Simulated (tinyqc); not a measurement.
Optical constants across the spectrum: Lorentz oscillators and the Kramers-Kronig relations.

eps(E) = 1 + sum_j S_j/(E0_j^2 - E^2 - i G_j E).

n + i k = sqrt(eps1 + i eps2) with k >= 0; R = ((n - 1)^2 + k^2)/((n + 1)^2 + k^2) at normal incidence from vacuum; alpha = 2 E k/(hbar c), times 1e8 for 1/cm; loss function Im(-1/eps) = eps2/(eps1^2 + eps2^2).

Constants: hbar c = 1973.269805 eV angstrom.

Parameters, chosen for this exercise: E0 = (4.78) eV (resonances); G = (0.82) eV (widths); S = (77.7) eV^2 (strengths).

Spectrum:

| E (eV) | eps1 | eps2 | n | k | R | loss |
|---|---|---|---|---|---|---|
| 0.72 | 4.477 | 0.092 | 2.116 | 0.022 | 0.128 | 0.005 |
| 1.69 | 4.868 | 0.268 | 2.207 | 0.061 | 0.142 | 0.011 |
| 2.67 | 5.849 | 0.675 | 2.422 | 0.139 | 0.174 | 0.019 |
| 3.65 | 8.424 | 2.333 | 2.930 | 0.398 | 0.249 | 0.031 |
| 4.63 | 7.685 | 17.980 | 3.690 | 2.436 | 0.472 | 0.047 |
| 5.61 | -6.014 | 3.742 | 0.731 | 2.559 | 0.694 | 0.075 |
| 6.58 | -2.553 | 0.937 | 0.289 | 1.624 | 0.731 | 0.127 |
| 7.56 | -1.193 | 0.396 | 0.179 | 1.107 | 0.726 | 0.251 |
| 8.54 | -0.522 | 0.213 | 0.144 | 0.737 | 0.688 | 0.670 |
| 9.52 | -0.131 | 0.130 | 0.164 | 0.398 | 0.567 | 3.807 |
| 10.49 | 0.117 | 0.087 | 0.363 | 0.120 | 0.224 | 4.073 |
| 11.47 | 0.291 | 0.061 | 0.542 | 0.057 | 0.089 | 0.696 |

Among the energies listed the largest values are at (eV): eps2 4.63; n 4.63; k 5.61; R 6.58; loss 10.49. eps1 crosses zero at 4.80 and 9.98 eV; the last crossing is upward and marks the plasmon, against sqrt(sum S) = 8.81 eV for free electrons.

(tinyqc, `OMP_NUM_THREADS=1 python tinyqc.py 1650967 1650968 out.jsonl`, Intel(R) Xeon(R) Processor @ 2.30GHz, 1 thread, shared host, about 0.2 s.)
